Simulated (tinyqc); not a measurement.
Single-photon avalanche diode, trigger probability and counting: two steps of the calculation.

A multiplication layer of width W with the uniform field V/W; alpha = an exp(-bn/E) for electrons, beta = ap exp(-bp/E) for holes (local model, no dead space). a = alpha W, b = beta W. Electrons enter at x = 0, holes at x = W. P0 is the probability that an electron entering at 0 starts a lasting avalanche, PW the same for a hole entering at W.

Inputs (values chosen for the exercise); ionisation coefficients close to those of indium phosphide: excess bias Vx = 1.3 V; probability that a photon makes a pair that enters the layer eta = 0.77; thermal generation rate in the layer Gd = 3800 1/s; dead time td = 20 ns; diode capacitance Cd = 23 fF; quench resistance Rq = 500 kohm; trapping probability per avalanche carrier pa = 7.9e-8; trap release time tt = 9.2 ns; photon rate nph = 4.8e5 1/s.

Constants: q = 1.602176634e-19 C. Results are converted to the units shown.

Problem 1. Trigger probability by substitution. PW = P0 exp(b - a)/(1 - P0 + P0 exp(b - a)); P0(new) = 1 - (1 - PW)^(a/b).

P0 after iteration 1 = 0.86274510
a = 1.1562889
b = 1.5513962

Wanted: PW; P0 after iteration 2.

Solution 1.

PW = 0.9032
P0 after iteration 2 = 0.8246

Problem 2. Detection, dark counts, afterpulses and dead-time loss. Pm is the mean trigger probability of pairs made evenly in the layer. PDP = eta P0; dark counts Gd Pm; avalanche charge Cd Vx/q; afterpulse probability pa (Cd Vx/q) exp(-td/tt) Pm; true rate n = nph PDP + dark counts; measured n/(1 + n td) (non-paralysable) or n exp(-n td) (paralysable); recharge time Rq Cd.

P0 = 0.41513273
Pm = 0.46387224

Find: PDP; dark counts; avalanche charge; afterpulse probability; true rate; measured, non-paralysable; measured, paralysable; recharge time.

Solution 2.

PDP = 0.3197
dark counts = 1763 1/s
avalanche charge = 1.866e5 electrons
afterpulse probability = 0.07778 %
true rate = 1.552e5 1/s
measured, non-paralysable = 1.547e5 1/s
measured, paralysable = 1.547e5 1/s
recharge time = 11.50 ns

Dead time hides 0.31 % of the events in the first model and 0.31 % in the second.

Numbers from tinyqc (`OMP_NUM_THREADS=1 python tinyqc.py 2630066 2630067 out.jsonl`; about 0.01 s on one thread of a shared Intel Xeon 2.30GHz).
